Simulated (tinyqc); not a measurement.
# Surface potential of a MOS transistor: implicit equation and explicit approximations, step by step

tinyqc, about 0.01 s, one thread, Intel Xeon 2.30GHz (shared host): `OMP_NUM_THREADS=1 python tinyqc.py 2122031 2122032 out.jsonl` Printed values are rounded.

p-type body, charge-sheet picture, depletion and inversion only, full ionisation (an idealisation for deep acceptors), Boltzmann statistics (rough once Na exp(x - xn) passes about Nc/7). In units of Vt: xg = (Vg - Vfb)/Vt, x = psi/Vt, G = gamma/sqrt(Vt), xn = (2 phiF + Vc)/Vt. The implicit equation is (xg - x)^2 = G^2 [x - 1 + exp(x - xn)] for x above about 3. Cox = eps0 eox/tox.

Inputs (values chosen for the exercise); band and dielectric values close to those of silicon: temperature T = 400 K; band gap Eg = 1.11 eV; relative permittivity eps_r = 11.9; conduction-band density of states at T Nc = 4.25e19 cm^-3; valence-band density of states at T Nv = 4.08e19 cm^-3; relative permittivity of the gate insulator (close to aluminium oxide) eox = 9.06; insulator thickness tox = 13 nm; acceptor density Na = 1.9e18 cm^-3; flat-band voltage Vfb = -0.35 V; channel-body voltage Vc = 0 V; gate-body voltage Vg = 2.05 V.

Constants: q = 1.602176634e-19 C, kB = 1.380649e-23 J/K, Vt = kB T/q, eps0 = 8.8541878128e-14 F/cm where lengths are in cm. Results are converted to the units shown.

Range of the model: The electron quasi-Fermi level lies less than 2 Vt below the band edge at the surface, or above it, where degeneracy and confinement, left out, matter.

## Scales

ni = sqrt(Nc Nv) exp(-Eg/(2 Vt)), Eg in volts; phiF = Vt ln(Na/ni); gamma = sqrt(2 q eps0 eps_r Na)/Cox; VT = Vfb + Vt (xn + G sqrt(xn - 1)).

phiF = 0.448585 V
gamma = 1.29796 V^0.5
G = 6.99109
xn = 26.0281
VT = 1.75274 V
xg = 69.6271

## Explicit approximation

Depletion value a = 1 + [sqrt(G^2/4 + xg - 1) - G/2]^2; inversion value b = xn + ln[(xg - xn)^2/G^2 - xn + 1] and first guess y = min(a, b) - ln(1 + exp(-|a - b|)) if a > xn + 1, else b = y = a; one second-order correction with D = exp(y - xn), p = 2 (xg - y) + G^2 (1 + D), w = (xg - y)^2 - G^2 (y - 1 + D): z = y + 2 w/(p + sqrt(p^2 - 2 (2 - G^2 D) w)), or the Newton step z = y + w/p where the root is not real.

a = 31.2048
b = 28.6574
y = 28.5820
p = 759.394
w = -291.808
z = 28.1032

The root of the implicit equation is x = 28.1227; y misses it by 0.46 and z by -0.020, in units of Vt.

## Starting value

x = y rounded to two decimals.

x at the start = 28.58

## Iteration 1: new x

D = exp(x - xn), f = (xg - x)^2 - G^2 (x - 1 + D), f' = -2 (xg - x) - G^2 (1 + D), x(new) = x - f/f'.

D = 12.8320
f = -290.284
f' = -758.137
x after iteration 1 = 28.1971

## Iteration 2: new x

As before.

D = 8.74997
f = -40.4801
f' = -559.393
x after iteration 2 = 28.1247

## Iteration 3: new x

As before.

D = 8.13915
f = -1.08797
f' = -529.684
x after iteration 3 = 28.1227

## Course of the iteration

Stop when the step is below 1e-11, or after 60 iterations.

Course of the iteration:
```
iteration  x before the step       step
1                      28.58     -0.383
2                    28.1971    -0.0724
3                    28.1247   -2.05e-3
4                    28.1227   -1.58e-6
5                    28.1227  -9.27e-13
```

Converged in 5 iterations.

## Potential, charges and gate control

converged x = 28.1227

psi = Vt x; N_dep = Cox Vt G sqrt(x - 1)/q; N_inv = (Cox Vt G/q) [sqrt(x - 1 + exp(x - xn)) - sqrt(x - 1)]; dpsi/dVg = 1/[1 + G^2 (1 + exp(x - xn))/(2 (xg - x))].

psi = 0.969370 V
N_dep = 4.83356e12 cm^-2
N_inv = 6.7642e11 cm^-2
dpsi/dVg = 0.156955

psi lies 2.1 Vt above 2 phiF + Vc.
